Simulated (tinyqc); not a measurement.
Worked calculation: thin-film optics by transfer matrices. Values are carried at full precision from step to step, so a last printed digit may differ when a step is redone from the rounded ones.

Indices N = n + i k. Snell: N0 sin(theta) = N_j sin(theta_j), with Im(N_j cos theta_j) >= 0. Admittance y_j = N_j cos theta_j for s and N_j/cos theta_j for p. Phase delta_j = 2 pi N_j cos theta_j d_j/lambda. Layer matrix [[cos delta, -i sin delta/y], [-i y sin delta, cos delta]], multiplied from the top down to M. (B, C) = M (1, y_sub); r = (y0 B - C)/(y0 B + C), R = |r|^2, T = 4 Re y0 Re y_sub/|y0 B + C|^2, absorbed in the films 1 - R - T.

Inputs chosen for the exercise (indices near those of polySi, SiO2 on polySi; not measured data):
- lam = 365 nm (vacuum wavelength)
- n0 = 1 (ambient index)
- n = (4.869, 1.46, 4.821) (n of polySi, SiO2, substrate)
- k = (2.547, 0, 2.505) (k in the same order)
- d = (46.3, 95) nm (thicknesses, top first)
- theta = 30 degrees (angle of incidence)
- pol = s (polarisation)

## Angles, admittances and phases

Form cos theta_j, y_j and delta_j.

cos theta_j: ambient 0.8660, film 1 0.9976+0.0034i, film 2 0.9395, substrate 0.9976+0.0035i

y_j: ambient 0.86603, film 1 4.84884+2.55759i, film 2 1.37171, substrate 4.80058+2.51566i

delta_j (rad): film 1 3.86461+2.03845i, film 2 2.24323

## Layer matrices and their product

Form each matrix and multiply from the top down.

matrix of film 1:
$$\begin{pmatrix}
-2.9276+2.4972i & -0.2367+0.6577i \\
-20.3292+5.2885i & -2.9276+2.4972i
\end{pmatrix}$$

matrix of film 2:
$$\begin{pmatrix}
-0.6229 & -0.5703i \\
-1.0731i & -0.6229
\end{pmatrix}$$

M:
$$\begin{pmatrix}
2.5293-1.3014i & 1.5717+1.2600i \\
15.3427-0.1526i & 4.8397+10.0385i
\end{pmatrix}$$

Each matrix has determinant 1, and so has M.

## Reflection and transmission

Close the stack on the substrate.

B, C: [6.9045+8.7010i, 13.3225+60.2132i]

r = -0.7477-0.1046i
R = 0.5701
T into the substrate = 0.0034
absorbed in the films = 0.4266

The bare substrate would reflect 0.5674.

## Ellipsometric angles

Ellipsometry: rho = tan(Psi) exp(i Delta) = -conj(r_p/r_s) with the r of the admittance formula, Delta in 0 to 360 degrees, so that a bare dielectric at small angles gives Delta = 180.

Repeat the steps for both polarisations.

r_s = -0.7477-0.1046i
r_p = -0.6765-0.1265i
Psi = 42.35 degrees
Delta = 177.37 degrees

## Checks

- R against the recursion of Airy sums from the substrate up: both 0.57006.

Computed by tinyqc, a small Python program: `OMP_NUM_THREADS=1 python tinyqc.py 1681718 1681719 out.jsonl` (the numbers bound the seed that draws the inputs); one thread of a shared host (Intel(R) Xeon(R) Processor @ 2.30GHz), about 0.01 s for the whole set of steps.
